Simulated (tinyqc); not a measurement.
Plane-wave Kohn-Sham cycle with exchange-only LDA in a layered model solid, step by step. One step of it, computed by the program tinyqc.

Task: Iteration 1: Hamiltonian at one k. H(m,m') = (k + G_m)^2/2 delta + V(G_m - G_m'), with V(-G) = V(G).

A solid whose potential varies along x alone (atomic units):

| parameter | value |
|---|---|
| period a | 12.600000 |
| cross-section of the cell | 26.000000 |
| electrons per cell | 4 |
| grid points | 16 |
| plane waves -n..n, n | 2 |
| k points | 1 |
| V1 in V1 cos(2 pi x/a) | -0.560000 |

V(G_m), m = 0, 1, 2, ... (hartree): -0.226758  -0.280000  0.000000  0.000000  0.000000

k = 0.000000 2 pi / a

Give: H.

Result:

H (hartree):
```
         -2       -1       +0       +1       +2
-2   0.2706  -0.2800   0.0000   0.0000   0.0000
-1  -0.2800  -0.1024  -0.2800   0.0000   0.0000
+0   0.0000  -0.2800  -0.2268  -0.2800   0.0000
+1   0.0000   0.0000  -0.2800  -0.1024  -0.2800
+2   0.0000   0.0000   0.0000  -0.2800   0.2706
```
